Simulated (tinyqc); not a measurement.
Changing the time t: Deal-Grove kinetics of thermal oxidation of silicon. Computed by tinyqc, a small Python program. Command: `OMP_NUM_THREADS=1 python tinyqc.py 3021252 3021253 out.jsonl oxide sweep`. One thread of a shared host (Intel(R) Xeon(R) Processor @ 2.30GHz), about 0.4 s of CPU time with the checks.

Oxidant diffuses through the oxide and reacts at the interface, so that dx/dt = B/(A + 2x) for the oxide thickness x.

Inputs (values chosen for the exercise, close to those used for silicon): prefactor B0 = 673 um^2/h; activation energy E_B = 1.22 eV; prefactor (B/A)0 = 5.57e+06 um/h; activation energy E_A = 2.01 eV; temperature T = 800 C; oxidant pressure p = 1 atm; pressure exponent m of B/A = 0.77; initial oxide x_i = 0.002 um.

Ambient: dry oxygen. Surface: (111).

Constants: k_B = 8.617333262e-05 eV/K.

Method:
- B = B0 p exp(-E_B/(k_B T)), B/A = (B/A)0 p^m exp(-E_A/(k_B T)), p in atm; A = B/(B/A).
- Temperatures in kelvin are T(C) + 273.15.
- tau = (x_i^2 + A x_i)/B and x = (A/2) [sqrt(1 + 4 B (t + tau)/A^2) - 1], the root of x^2 + A x = B (t + tau).
- Silicon consumed is 0.44 times the oxide grown; the rate is B/(A + 2x).

One run for each value:
```
time t (h)  oxide thickness x (um)  final growth rate (um/h)  silicon consumed (um)
0.03                      0.002060                 0.0020115             2.6554e-05
0.074                     0.002149                 0.0020109             6.5491e-05
0.18                      0.002362                 0.0020096             1.5925e-04
0.45                      0.002904                 0.0020061             3.9778e-04
1.1                       0.004205                 0.0019978             9.7032e-04
2.7                       0.007386                 0.0019777             2.3697e-03
6.6                       0.015007                 0.0019313             5.7232e-03
16                        0.032681                 0.0018317             1.3500e-02
40                        0.074133                 0.0016340             3.1739e-02
```

What does the table show, and why?

Over the rows, oxide thickness x (um) rises from 0.00206 to 0.0741 (exponent d ln y / d ln x 0.047 between the first rows and 0.89 between the last); final growth rate (um/h) falls from 0.00201 to 0.00163 (exponent d ln y / d ln x -3.1e-4 between the first rows and -0.12 between the last); silicon consumed (um) rises from 2.66e-5 to 0.0317 (exponent d ln y / d ln x 1.00 between the first rows and 0.93 between the last). At the low end the exponent of final growth rate is 0.00, close to 0: linear growth has a constant rate. The rate B/(A + 2x) falls as the film lengthens the diffusion path.
